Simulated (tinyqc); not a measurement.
# Inputs raised by 2 %, one at a time

Model: a particle near a wafer in liquid: double-layer and van der Waals forces (DLVO), deposition barrier and removal. Computed by tinyqc, a small Python program. Command: `OMP_NUM_THREADS=1 python tinyqc.py 3113044 3113045 out.jsonl dlvo sens`. One thread of a shared host (Intel(R) Xeon(R) Processor @ 2.30GHz), about 0.01 s of CPU time with the checks.

Sphere and flat wall, Derjaguin approximation, constant potentials in the linear-superposition form, no retardation and no hydration force.

Inputs (values chosen for the exercise, of the order of those for silicon nitride on silicon in water):

| quantity | value | unit |
|---|---|---|
| particle radius R | 28 | nm |
| Hamaker constant A | 2.7e-20 | J |
| potential of the particle psi_1 | -17 | mV |
| potential of the wafer psi_2 | -43 | mV |
| salt concentration c | 0.0046 | mol/L |
| valence z of the symmetric salt | 1 | - |
| temperature T | 293 | K |
| dielectric constant of the liquid | 80.2 | - |
| contact distance h0 | 0.4 | nm |
| contact radius over R | 0.12 | - |
| viscosity | 0.67 | mPa s |

Constants: e = 1.602176634e-19 C; N_A = 6.02214076e+23 1/mol; eps_0 = 8.8541878128e-12 F/m; k_B = 1.380649e-23 J/K; k_B = 8.617333262e-05 eV/K.

Method:
- kappa^2 = 2 z^2 e^2 N_A (1000 c)/(eps eps_0 k_B T); gamma_i = tanh(z e psi_i/(4 k_B T)); Z = 64 pi eps eps_0 (k_B T/(z e))^2 gamma_1 gamma_2.
- U(h) = Z R exp(-kappa h) - A R/(6 h); F(h) = -dU/dh = kappa Z R exp(-kappa h) - A R/(6 h^2), positive for repulsion.
- F = 0 reads x^2 exp(-x) = y with x = kappa h and y = A kappa/(6 Z); the left side peaks at x = 2 with 4/e^2 = 0.5413, so roots exist for smaller y: x < 2 is the barrier, x > 2 the secondary minimum.
- Adhesion F_a = A R/(6 h0^2) [1 + a^2/(R h0)] - kappa Z R exp(-kappa h0), a the contact radius. Drag in a shear flow F_d = 1.7 x 6 pi mu R^2 G, acting at 1.4 R; rolling starts when 1.4 R F_d = a F_a. Wall shear stress = mu G.

Runs:

| input moved | from | to | barrier height (k_B T) | net adhesion F_a (pN) | wall shear stress for rolling (Pa) | energy at the secondary minimum (k_B T) |
|---|---|---|---|---|---|---|
| base run | - | - | 11.768 | 1546.5 | 5276.5 | -1.1018 |
| particle radius R (nm) | 28 | 28.56 | 12.003 | 1593.7 | 5226.2 | -1.1239 |
| Hamaker constant A (J) | 2.7e-20 | 2.754e-20 | 11.507 | 1578.2 | 5384.4 | -1.1294 |
| potential of the particle psi_1 (mV) | -17 | -17.34 | 12.258 | 1545.9 | 5274.2 | -1.0966 |
| potential of the wafer psi_2 (mV) | -43 | -43.86 | 12.210 | 1545.9 | 5274.4 | -1.0971 |
| salt concentration c (mol/L) | 0.0046 | 0.004692 | 11.638 | 1546.2 | 5275.5 | -1.1155 |
| contact distance h0 (nm) | 0.4 | 0.408 | 11.768 | 1470.2 | 5016.2 | -1.1018 |
| contact radius over R | 0.12 | 0.1224 | 11.768 | 1578.6 | 5493.7 | -1.1018 |

Exponents ln(y'/y) / ln(x'/x):

| input | barrier height | net adhesion F_a | wall shear stress for rolling | energy at the secondary minimum |
|---|---|---|---|---|
| particle radius R | 1.000 | 1.516 | -0.484 | 1.000 |
| Hamaker constant A | -1.133 | 1.022 | 1.022 | 1.248 |
| potential of the particle psi_1 | 2.061 | -0.022 | -0.022 | -0.242 |
| potential of the wafer psi_2 | 1.864 | -0.020 | -0.020 | -0.219 |
| salt concentration c | -0.562 | -0.010 | -0.010 | 0.624 |
| contact distance h0 | 0.000 | -2.555 | -2.555 | 0.000 |
| contact radius over R | 0.000 | 1.036 | 2.036 | 0.000 |

Among the inputs moved here: barrier height answers most in size to potential of the particle psi_1 (exponent +2.061), next to potential of the wafer psi_2 (+1.864); its exponent is below 0.0005 for contact distance h0, contact radius over R. Its exponent +1.000 in particle radius R: Derjaguin energies scale with R. net adhesion F_a answers most in size to contact distance h0 (exponent -2.555), next to particle radius R (+1.516). Wall shear stress for rolling answers most in size to contact distance h0 (exponent -2.555), next to contact radius over R (+2.036). Energy at the secondary minimum answers most in size to Hamaker constant A (exponent +1.248), next to particle radius R (+1.000); its exponent is below 0.0005 for contact distance h0, contact radius over R.

Extremes, crossings and ranges named in words are read from the listed rows.
